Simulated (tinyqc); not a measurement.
Off-state leakage of single and stacked transistors: one step of the calculation.

n-channel devices of unit width. Subthreshold current I(Vg, Vs, Vd) = I0 (T/300 K)^0.5 exp[(Vg - Vs - VT(T) - gb (Vs - Vb) + dd (Vd - Vs))/(nf Vt)] (1 - exp(-(Vd - Vs)/Vt)), VT(T) = VT - cT (T - 300 K). Gate-edge tunnelling Ig (Vd/1 V) exp(ag (Vd - 1 V)), for a gate at 0 V, and band-to-band leakage Ab u exp(-Bb/u), u = Vd - Vb + 1 V, flow at a drain held at V; both are taken as independent of T. In a stack of off transistors (all gates at 0 V) the same subthreshold current passes through each.

Task. Leakage of one transistor. Vg = Vs = 0, Vd = V; effective threshold VT(T) - gb Vb - dd V.

Inputs (values chosen for the exercise); values of the order met in bulk silicon logic transistors: temperature T = 330 K; supply voltage V = 0.7 V; threshold at 300 K, zero drain and body bias VT = 0.29 V; fall of the threshold with temperature cT = 0.5 mV/K; current at threshold at 300 K I0 = 0.22 uA/um; slope factor nf = 1.46; drain-induced lowering per volt dd = 0.13; rise of the threshold per volt of source-body bias gb = 0.2; gate-edge tunnelling current at 1 V Ig = 7e-5 uA/um; exponential slope of the gate current ag = 5.9 1/V; prefactor of band-to-band leakage at the drain Ab = 70 uA/(um V); its exponential voltage Bb = 22 V; body voltage Vb = 0 V.

Constants: q = 1.602176634e-19 C, kB = 1.380649e-23 J/K, Vt = kB T/q. Results are converted to the units shown.

Find: effective threshold; parts; total; shares.

Result.

effective threshold = 0.18400 V
parts (nA/um): subthreshold 2.7442, gate edge 0.0083463, band-to-band 0.28528
total = 3.0379 nA/um
shares (%): subthreshold 90.335, gate edge 0.27474, band-to-band 9.3907

The subthreshold part is the largest.

tinyqc, about 0.03 s, one thread, Intel Xeon 2.30GHz (shared host): `OMP_NUM_THREADS=1 python tinyqc.py 2242191 2242192 out.jsonl`
